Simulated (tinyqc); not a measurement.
Slope factor and drain-induced lowering from three currents.

Problem. With source and body at 0 V, I = A exp((Vg + dd Vd)/(nf Vt)) (1 - exp(-Vd/Vt)). Find nf, the swing nf Vt ln 10 and dd.

Inputs (values chosen for the exercise):
```
symbol  value  unit      meaning
T         358     K  temperature
```

Constants: q = 1.602176634e-19 C, kB = 1.380649e-23 J/K, Vt = kB T/q. Results are converted to the units shown.

currents at (Vg, Vd) = (0, 0.05), (0, 1.1) and (0.05, 1.1) V (nA/um): [0.31315580, 1.9245677, 6.8271456]

Answer. The pair at equal Vd gives nf; the pair at equal Vg, after dividing out the factors 1 - exp(-Vd/Vt), gives dd.

nf = 1.28
swing = 90.9 mV/decade
dd = 0.0600

Numbers from tinyqc (`OMP_NUM_THREADS=1 python tinyqc.py 2242079 2242080 out.jsonl`; about 0.03 s on one thread of a shared Intel Xeon 2.30GHz).
